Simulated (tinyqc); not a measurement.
Comparisons within one model: averaged masses of warped heavy- and light-hole bands. A value that a table varies takes the place of the one given here.

Four-band hole energies E = c k^2 f(u), c = hbar^2/2m0, f = g1 -/+ 2 sqrt(g2^2 + 3 (g3^2 - g2^2) s), s = ux^2 uy^2 + uy^2 uz^2 + uz^2 ux^2 for the unit vector u; minus for heavy, plus for light holes; the mass along u is 1/f.

Grid: n x n midpoints in cos(theta) from 0 to 1 and phi from 0 to pi/2, equal weights. m_d = <f^(-3/2)>^(2/3). Conductivity mass for one scattering time: 1/m_c = <|w|^2 f^(-5/2)>/<f^(-3/2)> with w = grad_k(k^2 f)/(2 k), that is |w|^2 = f^2 + |angular gradient of f|^2/4.

Inputs chosen for the exercise (out of a larger set: near those of Ge; not measured data): g1 = 13.33 (Luttinger gamma1); g2 = 4.25 (gamma2); g3 = 5.7 (gamma3).

## Ways to average over directions

Heavy and light m_d on grids of growing n, against n = 160; also the three-direction rule <F> = (10 F[100] + 16 F[110] + 9 F[111])/35 and the spherical masses 1/(g1 (1 -/+ mu)), mu = (6 g3 + 4 g2)/(5 g1).

Masses (m0):
```
method             heavy   light  error heavy (%)  error light (%)
grid n = 1        0.5077  0.0405            42.87            -4.38
grid n = 2        0.3619  0.0420             1.82            -0.84
grid n = 3        0.3593  0.0422             1.10            -0.39
grid n = 5        0.3565  0.0423             0.32            -0.16
grid n = 10       0.3557  0.0423             0.08            -0.04
grid n = 160      0.3554  0.0424             0.00             0.00
three directions  0.3787  0.0425             6.56             0.34
spherical         0.3236  0.0424            -8.93             0.17
[100] alone       0.2070  0.0458           -41.74             8.15
```

What can be read from the table?

The heavy mass is within 1 % from grid n = 5 on. Three directions err by +6.56 %, the spherical form by -8.93 % and [100] alone by -41.7 %; for light holes the same three err by +0.34, +0.17 and +8.2 %. The power -3/2 weights the heavy directions near [111], which a mean of f misses.

## Cyclotron masses against the field direction

For the central orbit m_cyc is the mean of 1/f(u) over the directions u normal to B (360 points on the circle). B lies in the (1-10) plane at the angle from [001]; 54.7 degrees is [111], 90 is [110].

Masses (m0):
```
angle (degrees)   heavy   light
0.0              0.2858  0.0436
15.0             0.3030  0.0431
30.0             0.3470  0.0423
45.0             0.3824  0.0417
54.7             0.3874  0.0415
70.0             0.3837  0.0418
90.0             0.3809  0.0421
```

What can be read from the table?

The heavy mass is smallest at 0 and largest at 54.7 degrees of the angles listed, a spread of 36 %; the light mass varies by 4.9 %. The orbit normal to [001] has s between 0 and 1/4, the orbit normal to [111] has s = 1/4 all round, which gives 1/(g1 - sqrt(g2^2 + 3 g3^2)) = 0.3874. This is the classical limit; low Landau levels of holes depart from it.

## Several materials

The inputs are values chosen for the exercise; n = 40; delta = (g3 - g2)/g1.

Results:
```
case            g1    g2    g3  m_d heavy  m_c heavy  m_d light  delta
A near Ge    13.44  4.25  5.65      0.332      0.271     0.0423  0.104
B near GaAs   6.99  2.06  2.94      0.612      0.475     0.0820  0.126
C near GaSb  13.41  4.73  6.01      0.464      0.343     0.0409  0.095
D near Si     4.30  0.34  1.44      0.511      0.411     0.1549  0.256
E near AlAs   3.74  0.82  1.41      0.789      0.651     0.1634  0.158
F near InAs  19.96  8.45  9.24      0.498      0.425     0.0264  0.040
```

What does this show, and why?

Heavy masses span a factor of 2.4 and light ones 6.2: the coupling to the conduction band adds to g1, 2 g2 and 2 g3 alike, so it cancels for heavy holes and doubles for light ones. The ratio m_c/m_d of the heavy holes is lowest for C (0.74); delta is largest for D; the heavy band feels the warping rather through (g3 - g2)/(g1 - 2 g3), which runs from 0.53 to 0.92 here and is 0.92 for the case with the lowest ratio.

## What each parameter does

n = 40. Each row changes one parameter from the base and keeps the others.

Results:
```
case        m_d heavy (m0)  m_c heavy (m0)  m_d light (m0)  m_c light (m0)
base                0.3554          0.2799          0.0424          0.0421
g1 = 12.93          0.4194          0.3078          0.0431          0.0429
g2 = 4.378          0.3634          0.2932          0.0422          0.0420
g3 = 5.529          0.3239          0.2738          0.0427          0.0426
```

How do the results move?

The largest shifts from the base row, up to three for each result and ties (the steps differ in size, so this ranks the rows, not the parameters). m_d heavy (m0): g1 +0.0640, g3 -0.0315, g2 +0.0080. m_c heavy (m0): g1 +0.0280, g2 +0.0133, g3 -0.0060. m_d light (m0): g1 +0.0007, g3 +0.0004, g2 -0.0002. m_c light (m0): g1 +0.0007, g3 +0.0004, g2 -0.0001.

Program tinyqc; command `OMP_NUM_THREADS=1 python tinyqc.py 1080563 1080564 out.jsonl`; about 0.03 s on one thread of a shared Intel(R) Xeon(R) Processor @ 2.30GHz.
